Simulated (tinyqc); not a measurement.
Inputs raised by 5 %, one at a time: atomic layer deposition: Langmuir saturation, growth per cycle and coating of deep features. Computed by tinyqc, a small Python program. Command: `OMP_NUM_THREADS=1 python tinyqc.py 3013427 3013428 out.jsonl ald sens`. One thread of a shared host (Intel(R) Xeon(R) Processor @ 2.30GHz), about 0.04 s of CPU time with the checks.

Precursor A sticks only on free sites, so a long enough pulse saturates; co-reactant B then frees the sites again.

Inputs (values chosen for the exercise, modelled on zinc oxide from diethylzinc and water):

| quantity | value | unit |
|---|---|---|
| precursor mass M | 124 | u |
| site density q | 7 | 1/nm^2 |
| growth per cycle at saturation G | 1.8 | angstrom |
| sticking probability beta on free sites | 0.0029 | - |
| precursor pressure p | 3.9 | Pa |
| temperature T | 225 | C |
| pulse time t | 0.031 | s |
| co-reactant completion per pulse c_B | 0.99 | - |
| desorption energy E_d | 1.5 | eV |
| purge time t_p | 4.7 | s |
| aspect ratio a | 7.1 | - |

Feature: long trench.

Constants: u = 1.6605390666e-27 kg; k_B = 1.380649e-23 J/K; k_B = 8.617333262e-05 eV/K.

Method:
- Wall flux F = p/sqrt(2 pi M k_B T); rate of filling k_a = beta F/q; desorption k_d = 1e13 exp(-E_d/(k_B T)) per second. 1/m^2 = 1e-18/nm^2.
- Temperatures in kelvin are T(C) + 273.15.
- One cycle from coverage th0: pulse A gives th1 = th_s + (th0 - th_s) exp(-(k_a + k_d) t), th_s = k_a/(k_a + k_d); the purge leaves th2 = th1 exp(-k_d t_p); pulse B converts c_B th2 into film and leaves th3 = (1 - c_B) th2. Growth = G c_B th2.
- The periodic state has th0 = th3: th0 = (1 - c_B) e_p th_s (1 - e_a)/(1 - (1 - c_B) e_p e_a), with e_a = exp(-(k_a + k_d) t), e_p = exp(-k_d t_p).
- Share of impinging molecules used = q (th1 - th0)/(F t).
- Diffusion-limited filling (Gordon) of a long trench of width w, hydraulic diameter 2w, so that a is replaced by a/2 in the hole formula: t = (q/F)(1 + 19a/8 + 3a^2/8). Reaction-limited filling needs ln(100)/k_a at any depth, k_a = beta F/q. Flow is molecular. The front picture holds when the modulus (a/2) sqrt(beta) is well above 1.
- Depth reached by the given pulse: solve the same formula for a. Exposure = p x diffusion-limited time; 1 langmuir = 1.33322e-4 Pa s.

Runs:

| input moved | from | to | growth per cycle (angstrom) | diffusion-limited time (s) | aspect ratio reached by the front in time t | share of impinging molecules used |
|---|---|---|---|---|---|---|
| base run | - | - | 0.71547 | 0.0062249 | 19.096 | 0.0022408 |
| site density q (1/nm^2) | 7 | 7.35 | 0.68942 | 0.0065361 | 18.567 | 0.0022671 |
| sticking probability beta on free sites | 0.0029 | 0.003045 | 0.74211 | 0.0062249 | 19.096 | 0.0023242 |
| pulse time t (s) | 0.031 | 0.03255 | 0.74211 | 0.0062249 | 19.638 | 0.0022135 |
| aspect ratio a | 7.1 | 7.455 | 0.71547 | 0.0066957 | 19.096 | 0.0022408 |
| purge time t_p (s) | 4.7 | 4.935 | 0.71434 | 0.0062249 | 19.096 | 0.0022408 |
| growth per cycle at saturation G (angstrom) | 1.8 | 1.89 | 0.75124 | 0.0062249 | 19.096 | 0.0022408 |

Exponents ln(y'/y) / ln(x'/x):

| input | growth per cycle | diffusion-limited time | aspect ratio reached by the front in time t | share of impinging molecules used |
|---|---|---|---|---|
| site density q | -0.760 | 1.000 | -0.575 | 0.240 |
| sticking probability beta on free sites | 0.749 | 0.000 | 0.000 | 0.749 |
| pulse time t | 0.749 | 0.000 | 0.573 | -0.251 |
| aspect ratio a | 0.000 | 1.494 | 0.000 | 0.000 |
| purge time t_p | -0.032 | 0.000 | 0.000 | 0.000 |
| growth per cycle at saturation G | 1.000 | 0.000 | 0.000 | 0.000 |

To which inputs is each result most sensitive?

Among the inputs moved here: growth per cycle answers most in size to growth per cycle at saturation G (exponent +1.000), next to site density q (-0.760); its exponent is below 0.0005 for aspect ratio a. Diffusion-limited time answers most in size to aspect ratio a (exponent +1.494), next to site density q (+1.000); its exponent is below 0.0005 for sticking probability beta on free sites, pulse time t, purge time t_p, growth per cycle at saturation G. Its exponent 0.000 in sticking probability beta on free sites: a diffusion-limited front does not depend on the sticking probability. Aspect ratio reached by the front in time t answers most in size to site density q (exponent -0.575), and about equally to pulse time t (+0.573); its exponent is below 0.0005 for sticking probability beta on free sites, aspect ratio a, purge time t_p, growth per cycle at saturation G. share of impinging molecules used answers most in size to sticking probability beta on free sites (exponent +0.749), next to pulse time t (-0.251); its exponent is below 0.0005 for aspect ratio a, purge time t_p, growth per cycle at saturation G.

Caution (all rows): the modulus is not well above 1 or the Gordon time is under three times ln(100)/k_a, so there is no sharp front: the Gordon time is only a lower bound and the reaction time must be met as well. Caution (all rows): the pulse is shorter than ln(100)/k_a, so even the open surface is not saturated and the depth reached has no meaning. Caution (all rows): the depth reached is formal here: it is under 4/sqrt(beta), so no sharp front has formed.
